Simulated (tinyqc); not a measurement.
Undoped symmetric double-gate MOSFET, analytic potential model: one step of the calculation.

An undoped body of thickness ts between two equal insulators and tied gates; long channel, electrons only, n = ni exp((psi - V)/Vt) with V the quasi-Fermi potential (0 at the source, Vd at the drain), constant mobility, no quantisation. Across the body psi(x) = V - 2 Vt ln[(ts/(2 beta)) sqrt(q ni/(2 eps0 eps_r Vt)) cos(2 beta x/ts)], x from the centre. Q is the electron charge per area of the whole body.

Question. Constants of the body. ni = sqrt(Nc Nv) exp(-Eg/(2 Vt)), Eg in volts; r = eps_r tox/(eox ts); V0 = dphi + 2 Vt ln[(2/ts) sqrt(2 eps0 eps_r Vt/(q ni))].

Parameters, values chosen for the exercise; material values close to those of silicon: temperature T = 300 K; band gap Eg = 1.14 eV; relative permittivity of the semiconductor eps_r = 11.7; conduction-band density of states at T Nc = 2.86e19 cm^-3; valence-band density of states at T Nv = 2.67e19 cm^-3; relative permittivity of the gate insulator eox = 7.22; insulator thickness tox = 3.5 nm; body thickness ts = 5 nm; gate work function less that of the intrinsic body dphi = 0.02 V.

Constants: q = 1.602176634e-19 C, kB = 1.380649e-23 J/K, Vt = kB T/q, eps0 = 8.8541878128e-14 F/cm where lengths are in cm. Results are converted to the units shown.

Wanted: ni; r; V0.

Answer.

ni = 7.343e9 cm^-3
r = 1.134
V0 = 0.5475 V

tinyqc, about 0.03 s, one thread, Intel Xeon 2.30GHz (shared host): `OMP_NUM_THREADS=1 python tinyqc.py 2440113 2440114 out.jsonl`
